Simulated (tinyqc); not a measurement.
Size effects in the resistivity of thin metal films and interconnect lines: one step, computed by the program tinyqc. Command: `OMP_NUM_THREADS=1 python tinyqc.py 3010435 3010436 out.jsonl size walk`. One thread of a shared host (Intel(R) Xeon(R) Processor @ 2.30GHz), about 0.01 s of CPU time with the checks.

Electrons lose their drift at surfaces (a share 1 - p of the hits) and at grain boundaries (reflection R), besides bulk scattering. The line sits in a trench with a non-conducting liner on both walls and the bottom; the spacing equals the drawn width.

Task: Metal cross-section. Metal width w_m = w - 2t, height h_m = (aspect ratio) w - t, grain size D = (ratio) w_m.

Inputs (values chosen for the exercise, modelled on ruthenium):
```
quantity                          value  unit
drawn line width w                   45    nm
grain size over metal width         2.6     -
aspect ratio (height over width)    2.4     -
liner thickness t                     1    nm
```

Geometry: line.

Give: metal width w_m; metal height h_m; grain size D; share of the trench filled by metal.

Result:

metal width w_m = 43 nm

metal height h_m = 107 nm

grain size D = 111.8 nm

share of the trench filled by metal = 94.67 %
